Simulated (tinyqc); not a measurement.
# Field emission through a triangular barrier, exact transmission by Airy functions: two studies

The left lead has its band edge at 0; for x > 0 the edge falls without end, U(x) = U0 - F x, with mass m1. No transverse momentum; C = hbar^2/(2 m0); psi and psi'/m are continuous at x = 0. The outgoing solution is Bi(z) + i Ai(z).

Inputs (values chosen for the exercise); U0 - E and the mass are of the order of those of silicon nitride on silicon:
```
symbol  value  unit                meaning
mL       0.37    m0  mass in the left lead
U0       2.43    eV  barrier edge at x = 0
m1       0.48    m0    mass in the barrier
E        0.41    eV        electron energy
F         1.1  V/nm   field in the barrier
```

Constants: q = 1.602176634e-19 C, hbar = 1.054571817e-34 J s, m0 = 9.1093837015e-31 kg, hbar^2/(2 m0) = 0.0380998212 eV nm^2. Results are converted to the units shown.

Each table varies one quantity; the others keep the values above.

## Exact and WKB transmission against energy

Energy scale e = (C F^2/m1)^(1/3), z(x) = (U(x) - E)/e, s = (dz/dx)/m1 = -F/(e m1); v = k/m in a lead. With the Airy functions at z = z(0): g = s (Bi' + i Ai')/(Bi + i Ai), r = (i vL - g)/(i vL + g), T(E) = 1 - |r|^2 = 4 vL Im(g)/|i vL + g|^2, vL = sqrt(mL E/C)/mL. WKB: exp(-S), S = (4/(3 F)) sqrt(m1/C) [max(U0 - E, 0)^1.5]. For large z the ratio tends to c = 4 g0/(1 + g0^2), g0 = K/(m1 vL), K = sqrt(m1 (U0 - E)/C).

Exact and WKB transmission against energy:
```
E (eV)    z(0)  T(E), exact   exp(-S)   ratio       c
0.122    5.040     2.822e-7  2.808e-7   1.005  0.9803
0.395    4.444     6.172e-6  3.765e-6   1.639   1.603
0.668    3.848     8.166e-5  4.264e-5   1.915   1.880
0.942    3.249     8.174e-4  4.060e-4   2.014   1.990
1.215    2.653     0.006216  0.003145   1.977   1.983
1.488    2.057      0.03512   0.01957   1.794   1.878
1.762    1.459       0.1365   0.09547   1.430   1.673
2.035   0.8625       0.3334    0.3437  0.9703   1.346
2.308   0.2664       0.5428    0.8325  0.6520  0.7758
```

The exact T(E) rises from 2.82e-7 to 0.543, and the ratio to WKB goes from 1.00 through a maximum of 2.01 (at E = 0.942 eV among the rows listed) to 0.652. At the largest z (5.04) the ratio is 2.5 % above c, at the smallest (0.266) 16 % below it. In every row the field exceeds 10 MV/cm (up to 11.0), more than most dielectrics sustain; the model ignores breakdown.

## Effect of the barrier mass

Same model as above.

Effect of the barrier mass:
```
m1 (m0)   z(0)  T(E), exact    exp(-S)  ratio      c
0.17     3.121     7.568e-4   6.421e-4  1.179  1.117
0.23     3.452     2.546e-4   1.935e-4  1.316  1.262
0.31     3.813     7.119e-5   4.887e-5  1.457  1.410
0.41     4.185     1.751e-5   1.102e-5  1.589  1.549
0.56     4.643     2.776e-6   1.606e-6  1.728  1.696
0.75     5.118     3.630e-7   1.970e-7  1.842  1.818
1        5.634     3.490e-8   1.808e-8  1.930  1.913
1.4      6.302     1.374e-9  6.897e-10  1.992  1.983
```

The exact T(E) falls from 7.57e-4 to 1.37e-9, while S grows with the square root of m1; the ratio to WKB rises from 1.18 to 1.99. At the largest z (6.30) the ratio is 0.48 % above c, at the smallest (3.12) 5.5 % above it. In every row the field exceeds 10 MV/cm (up to 11.0), more than most dielectrics sustain; the model ignores breakdown.

Range of the model: Masses are held fixed, although real bands cease to be parabolic a few tenths of an eV from their edges.

Numbers from tinyqc (`OMP_NUM_THREADS=1 python tinyqc.py 2580042 2580043 out.jsonl`; about 0.01 s on one thread of a shared Intel Xeon 2.30GHz).
